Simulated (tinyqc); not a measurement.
# Donor in an ellipsoidal valley (Kohn-Luttinger variational method), step by step

A worked calculation. Computed by tinyqc, a small Python program that keeps every step. Command: `OMP_NUM_THREADS=1 python tinyqc.py 3023609 3023610 out.jsonl kohnlutt walk`. One thread of a shared host (Intel(R) Xeon(R) Processor @ 2.30GHz), about 0.03 s of CPU time with the checks. Intermediate numbers are printed to about 6 digits and carried at full precision; extremes and crossings named in words are read from the listed rows.

H = -(d^2/dx^2 + d^2/dy^2) - gamma d^2/dz^2 - 2/r in units built on m_t, with gamma = m_t/m_l and z along the valley axis. One valley; no valley-orbit or central-cell term.

Inputs (values chosen for the exercise, for a model semiconductor):
```
quantity                       value  unit
transverse mass m_t           0.0873   m_0
longitudinal mass m_l          0.125   m_0
dielectric constant eps         11.2     -
trial ratio b/a                 0.37     -
observed depth chosen for 1s    27.2   meV
```

Constants: Ry = 13.605693123 eV; a_0 = 0.529177210903 angstrom; h x 1 THz = 4.135667696 meV.

## Effective units

Ry* = Ry m_t/eps^2, a* = a_0 eps/m_t, gamma = m_t/m_l.

Ry* = 9.46889 meV

a* = 67.8899 angstrom

gamma = 0.6984

## Energy at a trial ratio

Trial function exp(-sqrt((x^2 + y^2)/a^2 + z^2/b^2)) with beta = b/a < 1: E = t/a^2 - u/a, t = (2 + gamma/beta^2)/3, u = 2 arcsin(sqrt(1 - beta^2))/sqrt(1 - beta^2); the best a is 2 t/u and E(beta) = -u^2/(4 t).

t = 2.36718

u = 2.56565

best a = 1.84528 a*

E(beta) = -0.695193 Ry*

## Minimum over the ratio

Golden-section search on beta from 0.05 to 0.999, 60 steps.

Search, first ten steps; c and d are the inner points:
```
step       low      high         c  E(c) (Ry*)         d  E(d) (Ry*)
1     0.050000  0.999000  0.412486    -0.77719  0.636514    -1.05077
2     0.412486  0.999000  0.636514    -1.05077  0.774971    -1.11143
3     0.636514  0.999000  0.774971    -1.11143  0.860543    -1.12220
4     0.774971  0.999000  0.860543    -1.12220  0.913429    -1.12160
5     0.774971  0.913429  0.827857    -1.11999  0.860543    -1.12220
6     0.827857  0.913429  0.860543    -1.12220  0.880743    -1.12254
7     0.860543  0.913429  0.880743    -1.12254  0.893228    -1.12239
8     0.860543  0.893228  0.873027    -1.12249  0.880743    -1.12254
9     0.873027  0.893228  0.880743    -1.12254  0.885512    -1.12251
10    0.873027  0.885512  0.877796    -1.12253  0.880743    -1.12254
```

best beta = 0.880022

radius a of the 1s trial function = 63.0201 angstrom

radius b of the 1s trial function = 55.4591 angstrom

1s binding energy, trial function = 10.6292 meV

The envelope is flattened along the heavy axis; beta is close to gamma^(1/3) = 0.887.

## Levels from a Gaussian basis

Gaussian basis: g = P exp(-al (x^2 + y^2) - be z^2) with P = 1 (s-like), z (2p0) or x (2p+-); al = 0.004 x 2.6^k, k = 0..11, and be/al = 1, gamma^(-1/2) or 1/gamma (36 functions); 1/r = (2/sqrt(pi)) int exp(-t^2 r^2) dt by 48 Gauss-Legendre points after t = sqrt(al_i + al_j) tan(theta); overlap eigenvalues below 1e-10 are dropped.

1s binding energy, Gaussian basis = 10.6296 meV

2p0 binding energy = 2.91978 meV

2p+- binding energy = 2.53416 meV

The two-parameter trial function recovers 100.00 % of the 1s binding of the larger basis. 2p0, with its lobes along the heavy axis, is bound 1.15 times as strongly as 2p+-.

## Optical lines and the chemical shift

With an observed depth of 1s, the lines are 1s -> 2p0 = depth - E(2p0) and 1s -> 2p+- = depth - E(2p+-); the chemical shift is depth - E(1s, Gaussian basis); 1 meV = 1 THz/4.135667696.

line 1s -> 2p0 = 24.2802 meV

line 1s -> 2p+- = 24.6658 meV

chemical shift = 16.5704 meV

frequency of the line 1s -> 2p+- = 5.96417 THz

The spacing of the two lines, 0.386 meV, does not depend on the depth, so it is the same for every donor in this host.

## Which single mass stands for the valley

A hydrogenic level is Ry m/eps^2 for one mass m; errors are against the Gaussian basis.

1s binding energy:
```
rule                                      mass (m_0)  binding (meV)  error (%)
transverse mass                             0.087300         9.4689   -10.9194
conductivity mass 3/(2/m_t + 1/m_l)         0.097058        10.5272    -0.9628
density-of-states mass (m_t^2 m_l)^(1/3)    0.098396        10.6724     0.4034
longitudinal mass                           0.125000        13.5580    27.5496
trial function with a and b                        -        10.6292    -0.0037
mass that fits 1s                           0.098001        10.6296     0.0000
```

The conductivity mass, which is what a spherical trial function (a = b) gives, falls short by 1.0 %, as a restricted variational bound must; the density-of-states mass is off by +0.4 %. The mass that fits lies between the two.

## Levels against anisotropy

The trial energy is minimised over beta by golden section from 0.05 to 0.999, 60 steps.

Binding energies (Ry*):
```
gamma  1s, trial  1s, Gaussians       2p0      2p+-
0.17     1.64076        1.64365  0.631374  0.328733
0.35     1.37126        1.37202  0.447382  0.299385
0.70     1.12174        1.12178  0.307954  0.267520
0.79     1.07985        1.07985  0.287286  0.261649
0.89     1.03916        1.03914  0.267944  0.255788
```

As gamma falls from 0.89 to 0.17, 1s deepens from 1.039 to 1.644 Ry*, on the way from the hydrogen value 1 to the two-dimensional limit 4; 2p+- moves from 0.256 to 0.329 (limits 1/4 and 4/9), while 2p0 climbs from 0.268 to 0.631 and joins 1s as gamma tends to 0. Near gamma = 1 the trial function is almost exact and can pass the Gaussian basis, whose own error is about 3e-5 Ry*.

Checks made by the program: the Gaussian basis at gamma = 1 against 1, 1/4 and 1/4 Ry* (relative difference 3e-05); trial function against Gaussian basis (relative difference 4e-05).
